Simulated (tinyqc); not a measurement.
Inside a calculation. Method: ROHF in the 6-311g basis, for H2, spin multiplicity 3. One step of it, computed by the program tinyqc.

Task: Iteration 1: Roothaan effective Fock matrix. With projectors Pc = D(beta) S, Po = (D(alpha) - D(beta)) S, Pv = 1 - D(alpha) S, the block xy is Px^T F Py; with Fc = (F(alpha) + F(beta))/2, the blocks are Fc for cc, oo, vv and cv, F(beta) for co and F(alpha) for ov.

F(alpha) (hartree):
```
           1H 1s      1H 2s      1H 3s      2H 1s      2H 2s      2H 3s
1H 1s   0.173102  -0.735800  -0.609487  -0.552693  -0.603022  -0.515033
1H 2s  -0.735800  -0.617354  -0.520610  -0.603022  -0.599109  -0.487888
1H 3s  -0.609487  -0.520610  -0.335166  -0.515033  -0.487888  -0.331470
2H 1s  -0.552693  -0.603022  -0.515033   0.173102  -0.735800  -0.609487
2H 2s  -0.603022  -0.599109  -0.487888  -0.735800  -0.617354  -0.520610
2H 3s  -0.515033  -0.487888  -0.331470  -0.609487  -0.520610  -0.335166
```

F(beta) (hartree):
```
           1H 1s      1H 2s      1H 3s      2H 1s      2H 2s      2H 3s
1H 1s   0.963481  -0.034414  -0.166728  -0.227190  -0.152032  -0.156413
1H 2s  -0.034414   0.107676  -0.023384  -0.152032  -0.041301  -0.053592
1H 3s  -0.166728  -0.023384   0.028888  -0.156413  -0.053592   0.006683
2H 1s  -0.227190  -0.152032  -0.156413   0.963481  -0.034414  -0.166728
2H 2s  -0.152032  -0.041301  -0.053592  -0.034414   0.107676  -0.023384
2H 3s  -0.156413  -0.053592   0.006683  -0.166728  -0.023384   0.028888
```

D(alpha) at the start:
```
           1H 1s      1H 2s      1H 3s      2H 1s      2H 2s      2H 3s
1H 1s   0.098974   0.232844   0.158810   0.024816  -0.061229  -0.150031
1H 2s   0.232844   0.702028   0.618436  -0.061229  -0.464113  -0.606265
1H 3s   0.158810   0.618436   0.643413  -0.150031  -0.606265  -0.642790
2H 1s   0.024816  -0.061229  -0.150031   0.098974   0.232844   0.158810
2H 2s  -0.061229  -0.464113  -0.606265   0.232844   0.702028   0.618436
2H 3s  -0.150031  -0.606265  -0.642790   0.158810   0.618436   0.643413
```

D(beta) at the start:
```
          1H 1s     1H 2s     1H 3s     2H 1s     2H 2s     2H 3s
1H 1s  0.000000  0.000000  0.000000  0.000000  0.000000  0.000000
1H 2s  0.000000  0.000000  0.000000  0.000000  0.000000  0.000000
1H 3s  0.000000  0.000000  0.000000  0.000000  0.000000  0.000000
2H 1s  0.000000  0.000000  0.000000  0.000000  0.000000  0.000000
2H 2s  0.000000  0.000000  0.000000  0.000000  0.000000  0.000000
2H 3s  0.000000  0.000000  0.000000  0.000000  0.000000  0.000000
```

overlap S:
```
          1H 1s     1H 2s     1H 3s     2H 1s     2H 2s     2H 3s
1H 1s  1.000000  0.706377  0.373664  0.259576  0.418767  0.308519
1H 2s  0.706377  1.000000  0.788963  0.418767  0.719637  0.673830
1H 3s  0.373664  0.788963  1.000000  0.308519  0.673830  0.901459
2H 1s  0.259576  0.418767  0.308519  1.000000  0.706377  0.373664
2H 2s  0.418767  0.719637  0.673830  0.706377  1.000000  0.788963
2H 3s  0.308519  0.673830  0.901459  0.373664  0.788963  1.000000
```

Give: effective F.

Result:

effective F (hartree):
```
        1H 1s   1H 2s   1H 3s   2H 1s   2H 2s   2H 3s
1H 1s   0.484  -0.417  -0.383  -0.397  -0.374  -0.324
1H 2s  -0.417  -0.218  -0.214  -0.374  -0.281  -0.221
1H 3s  -0.383  -0.214  -0.087  -0.324  -0.221  -0.105
2H 1s  -0.397  -0.374  -0.324   0.484  -0.417  -0.383
2H 2s  -0.374  -0.281  -0.221  -0.417  -0.218  -0.214
2H 3s  -0.324  -0.221  -0.105  -0.383  -0.214  -0.087
```
